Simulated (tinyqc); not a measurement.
# Surface segregation during layer-by-layer epitaxy: two-layer exchange kinetics and the shape of quantum wells and delta layers, step by step

A worked calculation. Computed by tinyqc, a small Python program that keeps every step. Command: `OMP_NUM_THREADS=1 python tinyqc.py 3005914 3005915 out.jsonl mbeseg walk`. One thread of a shared host (Intel(R) Xeon(R) Processor @ 2.30GHz), about 0.01 s of CPU time with the checks. Intermediate numbers are printed to about 6 digits and carried at full precision; extremes and crossings named in words are read from the listed rows.

Atoms A and B exchange only between the growing layer and the one below it. B is supplied for N layers, then pure A follows.

Inputs (values chosen for the exercise, close to those used for phosphorus in silicon):
```
quantity                                   value      unit
barrier E1 for B to move up                 1.74        eV
segregation energy E_s                       0.5        eV
attempt frequency nu                           1       THz
growth rate G                                1.4  layers/s
share x0 of B in the flux during the well  0.058         -
layers in the well N                           6         -
layer thickness                             1.36  angstrom
temperature T                                490         C
```

Constants: k_B = 8.617333262e-05 eV/K.

## Exchange rates

p1 = nu exp(-E1/(k_B T)) (B up, A down), p2 = nu exp(-(E1 + E_s)/(k_B T)) (B down); time per layer tau = 1/G; K = p1/p2. Temperatures in kelvin are T(C) + 273.15. Dilute equilibrium share passed up per layer R_eq = K/(1 + K).

p1 = 3.22988 1/s

p2 = 0.00161150 1/s

p1 tau = 2.30706

K = 2004.28

R_eq = 0.999501

Exchange and growth compete.

## The second layer

Each layer is deposited complete with B share x_dep and then exchanges for the time tau = 1/G with the layer below, whose share is b (total c = s + b fixed): ds/dt = p1 b (1 - s) - p2 s (1 - b), s(0) = x_dep. With the roots s1 < s2 of the right side, (s - s1)/(s - s2) = [(s(0) - s1)/(s(0) - s2)] exp(-(p1 - p2)(s2 - s1) tau). The lower layer is then buried with c - s, and s becomes the b of the next layer. Layer 1 is deposited on pure A with share x0; with nothing to lift from below, take b = 0 and s(0) = x0 for it. Then layer 2 has x_dep = x0.

share in layer 1 after its exchange = 0.0579728

root s1 for layer 2 = 0.115907

root s2 for layer 2 = 1.00106

share in layer 2 after its exchange = 0.108791

share buried in layer 1 = 0.00718174

## Buried profile

In the dilute tail each layer passes up the share R = R_eq (1 - exp(-(p1 + p2) tau)); decay length = -layer thickness/ln R. Index 0 is the last layer of pure A below the well. Share of B outside the intended layers 1..N = 1 - (sum over 1..N)/(N x0).

Share of B:
```
layer  intended     buried
0         0.000  0.0000272
1         0.058  0.0071817
2         0.058  0.0143813
3         0.058  0.0212985
4         0.058  0.0276746
5         0.058  0.0333420
6         0.058  0.0337764
7         0.000  0.0278751
8         0.000  0.0233241
9         0.000  0.0197309
10        0.000  0.0168397
11        0.000  0.0144772
12        0.000  0.0125217
16        0.000  0.0073225
21        0.000  0.0039815
31        0.000  0.0012920
```

share passed up R = 0.900112

decay length = 12.9233 angstrom

peak share (largest buried share) = 0.0337764

share of B outside the well = 0.604441

The peak reaches 58 % of x0. B is missing at the lower interface and trails into the cap. Caution: two-layer exchange with complete layers is a simplification that can understate segregation at low temperature; desorption, step-edge exchange and surfactants are left out.

## Kinetic against equilibrium segregation over temperature

R_eq = K/(1 + K).

Segregation:
```
T (C)       p1 tau      R_eq         R  decay length (angstrom)  peak share
370    1.65609e-02  0.999879  0.016424              3.30982e-01   0.0580000
410    1.04095e-01  0.999795  0.098860              5.87713e-01   0.0579996
450    5.33901e-01  0.999672  0.413654              1.54068e+00   0.0575086
490    2.30706e+00  0.999501  0.900112              1.29233e+01   0.0337764
530    8.61680e+00  0.999272  0.999092              1.49737e+03   0.0011761
570    2.84010e+01  0.998975  0.998975              1.32563e+03   0.0005435
610    8.40232e+01  0.998600  0.998600              9.70823e+02   0.0007401
650    2.26278e+02  0.998140  0.998140              7.30478e+02   0.0009804
```

The decay length peaks at 530 C among these rows: below, exchange is too slow; above, equilibrium rules and K = exp(E_s/(k_B T)) falls. p1 tau passes 1 between 450 and 490 C, below which sharp interfaces can be grown. Caution: decay lengths below one layer thickness are only formal.

Checks made by the program: closed form against integration of the exchange equation (relative difference below 1e-10); conservation of B (relative difference below 1e-10).
